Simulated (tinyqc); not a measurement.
Inside a calculation. Model: n-type polysilicon, carrier trapping at grain boundaries.

Computed by the program tinyqc: `OMP_NUM_THREADS=1 python tinyqc.py 2830025 2830026 out.jsonl`, one thread of a shared Intel Xeon 2.30GHz, about 0.01 s for the whole run. Printed values are rounded.

One-dimensional grains of size Lg, uniform ionised doping N, monovalent traps Qt at each boundary at a depth Et below (for electrons) or above (for holes) the band edge there, abrupt depletion of width W on each side of a boundary, Boltzmann statistics. xi is the distance from the band edge at the grain centre to the Fermi level. Trapped charge Qt/(1 + exp((xi + VB - Et)/Vt)) = 2 N W, barrier VB = q N W^2/(2 eps0 eps_r).

Inputs (values chosen for the exercise); values of the order met in polycrystalline silicon:

| symbol | value | unit | meaning |
|---|---|---|---|
| T | 300 | K | temperature |
| eps_r | 11.7 |  | relative permittivity |
| NB | 2.8e19 | cm^-3 | conduction-band density of states at T |
| Lg | 300 | nm | grain size |
| Qt | 2.2e12 | cm^-2 | trap density of a grain boundary |
| Et | 0.31 | eV | depth of the trap level from the majority band edge at the boundary |
| ms | 0.59 | m0 | mass for thermionic emission |
| fe | 0.5 |  | correction factor of the emission rate |
| mug | 140 | cm^2/(V s) | mobility inside the grains |
| N | 4.3e17 | cm^-3 | doping |

Constants: q = 1.602176634e-19 C, kB = 1.380649e-23 J/K, m0 = 9.1093837015e-31 kg, Vt = kB T/q, eps0 = 8.8541878128e-14 F/cm where lengths are in cm. Results are converted to the units shown.

## Starting value

W = 15 nm.

W at the start = 15 nm

## Iteration 1: new W

Partly depleted grain, xi = Vt ln(NB/N): f = 1/(1 + exp((xi + VB - Et)/Vt)), g = Qt f - 2 N W, g' = -2 Qt f (1 - f) VB/(W Vt) - 2 N, W(new) = W - g/g'.

VB = 0.07481640 V
f = 0.9927619
g = 8.940762e11 cm^-2
g' = -9.210005e10 cm^-2/nm
W after iteration 1 = 24.70766 nm

## Iteration 2: new W

As before.

VB = 0.2029914 V
f = 0.4907770
g = -1.045150e12 cm^-2
g' = -4.354594e11 cm^-2/nm
W after iteration 2 = 22.30755 nm

## Course of the iteration

Stop when the step is below 1e-10 nm, or after 40 iterations.

Course of the iteration:
```
iteration  W before the step (nm)  step (nm)
1                              15       9.71
2                        24.70766      -2.40
3                        22.30755     -0.522
4                        21.78538    -0.0420
5                        21.74342   -2.51e-4
6                        21.74317   -8.89e-9
7                        21.74317          0
```

Converged in 7 iterations.

## Depletion width, Fermi level and barrier

If the trap equation with xi = Vt ln(NB/N) has a root W < Lg/2, the grain is partly depleted; otherwise W = Lg/2 and the trap equation gives xi = Et - VB + Vt ln(Qt/(N Lg) - 1). N* = Qt/Lg.

N* = 7.333333e16 cm^-3
W = 21.74317 nm
xi = 0.1079625 V
VB = 0.1572027 V
share of traps filled = 0.8499603

N is 5.86 N*, and the grain is partly depleted; VB = 6.08 Vt.

## Resistivity and effective mobility

n0 = NB exp(-xi/Vt); mean density n0 (1 - 2 W/Lg) by charge balance in a partly depleted grain, and n0 (sqrt(pi)/2) erf(u)/u with u = sqrt(VB/Vt) in a fully depleted one; v = sqrt(kB T/(2 pi ms m0)); barrier resistivity Vt exp(VB/Vt)/(q fe n0 v Lg); grain resistivity (1 - 2 W/Lg)/(q n0 mug); effective mobility 1/(q mean density total resistivity).

n0 = 4.3e17 cm^-3
mean density = 3.676696e17 cm^-3
v = 3.502207e6 cm/s
barrier resistivity = 3.124432 ohm cm
grain resistivity = 0.08865074 ohm cm
resistivity = 3.213083 ohm cm
effective mobility = 5.283357 cm^2/(V s)

The resistivity is 31.0 times that of a single crystal with the same N and mobility mug, and the mean density is 85.5 % of N.
